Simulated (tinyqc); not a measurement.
MOS inversion layer, Poisson-Schroedinger loop: two steps of the calculation.

Electrons confined at an insulator interface at z = 0, treated as a hard wall; parabolic valleys, Hartree approximation, no image or exchange terms. The depletion charge lies far deeper than the electrons and gives a uniform field q Nd/(eps0 eps_r); the gate balances all charge. Energies are counted from the band edge at the interface.

Values chosen for this exercise; masses and permittivity close to those of silicon (100):
```
symbol   value   unit                                     meaning
T          300      K                                 temperature
mz1      0.919     m0  mass along z of valley set A (2 valley(s))
md1      0.191     m0    in-plane density-of-states mass of set A
mz2      0.189     m0  mass along z of valley set B (4 valley(s))
md2       0.42     m0    in-plane density-of-states mass of set B
Ns      9.4e11  cm^-2                  sheet density of electrons
dE         0.1     eV               extra shift of set B (strain)
hz        0.94     nm                                   mesh step
```

Constants: q = 1.602176634e-19 C, kB = 1.380649e-23 J/K, hbar = 1.054571817e-34 J s, m0 = 9.1093837015e-31 kg, Vt = kB T/q, hbar^2/(2 m0) = 0.0380998212 eV nm^2. Results are converted to the units shown.

Task 1. Fermi level and occupations. Level k holds N_k = D_k Vt ln(1 + exp((EF - E_k)/Vt)) with D = 2 md1 m0 q/(pi hbar^2) for the set A, D = 4 md2 m0 q/(pi hbar^2) for the set B per eV (spin included); EF is fixed by sum N_k = Ns.

levels (eV): A1 0.05558777, A2 0.09540426, B1 0.19542357, B2 0.26590696

Wanted: EF; N_k.

Result 1.

EF = 0.01390 eV
N_k (cm^-2): A1 7.501e11, A2 1.727e11, B1 1.618e10, B2 1.060e9

Task 2. Converged levels, occupations and centroid. Tridiagonal Hamiltonian with psi = 0 one step beyond both ends: H_ii = C (1/m_(i-1/2) + 1/m_(i+1/2))/hz^2 + V0_i + U_i (+ dE for the set B), H_(i,i+1) = -C/(m_(i+1/2) hz^2), C = hbar^2/(2 m0). The lowest 2 level(s) of each valley set are kept, normalised to hz sum |psi|^2 = 1. The mass is the same on all intervals.

Solve for the levels with V0 + U, find EF, n_i = sum_k N_k |psi_k|^2 (in cm^-3); share of each level N_k/Ns; centroid sum n z/sum n.

| node | z (nm) | fixed potential V0 (eV) | converged U (eV) |
|---|---|---|---|
| 1 | 0.94 | 0.01744556 | 0.013665614 |
| 2 | 1.88 | 0.03489112 | 0.022504657 |
| 3 | 2.82 | 0.05233668 | 0.026693068 |
| 4 | 3.76 | 0.06978224 | 0.028512080 |
| 5 | 4.7 | 0.08722780 | 0.029148689 |
| 6 | 5.64 | 0.10467336 | 0.029318834 |
| 7 | 6.58 | 0.12211892 | 0.029358507 |
| 8 | 7.52 | 0.13956448 | 0.029369088 |
| 9 | 8.46 | 0.15701004 | 0.029372760 |
| 10 | 9.4 | 0.17445559 | 0.029374176 |
| 11 | 10.34 | 0.19190115 | 0.029374700 |
| 12 | 11.28 | 0.20934671 | 0.029374877 |
| 13 | 12.22 | 0.22679227 | 0.029374931 |
| 14 | 13.16 | 0.24423783 | 0.029374945 |
| 15 | 14.1 | 0.26168339 | 0.029374948 |
| 16 | 15.04 | 0.27912895 | 0.029374949 |

Give: levels; EF; shares; n; centroid.

Result 2.

levels (eV): A1 0.0763, A2 0.1201, B1 0.2213, B2 0.2932
EF = 0.03542 eV
shares (%): A1 82.21, A2 16.25, B1 1.45, B2 0.09

| node | n (1e18 cm^-3) |
|---|---|
| 1 | 3.532 |
| 2 | 3.403 |
| 3 | 1.734 |
| 4 | 0.865 |
| 5 | 0.341 |
| 6 | 0.095 |
| 7 | 0.021 |
| 8 | 0.005 |
| 9 | 0.002 |
| 10 | 0.001 |
| 11 | 0.000 |
| 12 | 0.000 |
| 13 | 0.000 |
| 14 | 0.000 |
| 15 | 0.000 |
| 16 | 0.000 |

centroid = 2.021 nm

Program tinyqc, `OMP_NUM_THREADS=1 python tinyqc.py 2160002 2160003 out.jsonl`; Intel Xeon 2.30GHz, shared host, one thread, about 0.5 s.
